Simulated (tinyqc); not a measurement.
# Segment and feed resistance from two drops

Problem. A rail is fed at one end through Rq; K loads of Ij follow, each after a segment Rs. The drop at load j is K Ij Rq + Rs Ij sum_(l=1..j) (K - l + 1). Find Rs, Rq and the worst drop, at the middle, if the rail were fed through Rq at both ends: K Ij Rq/2 + Rs Ij K^2/8 with the load taken as continuous.

Inputs (values chosen for the exercise):
```
symbol  value  unit                meaning
K          24        number of equal loads
Ij        2.9    mA   current of each load
```

drops at the first and at the last load (mV): [26.587200, 76.212000]

Answer. The difference of the two drops is Rs Ij K (K - 1)/2, which gives Rs; the first drop then gives Rq.

Rs = 0.0620 ohm
Rq = 0.320 ohm
drop at the middle with two feeds = 24.1 mV

Program tinyqc, `OMP_NUM_THREADS=1 python tinyqc.py 2770219 2770220 out.jsonl`; Intel Xeon 2.30GHz, shared host, one thread, about 0.3 s.
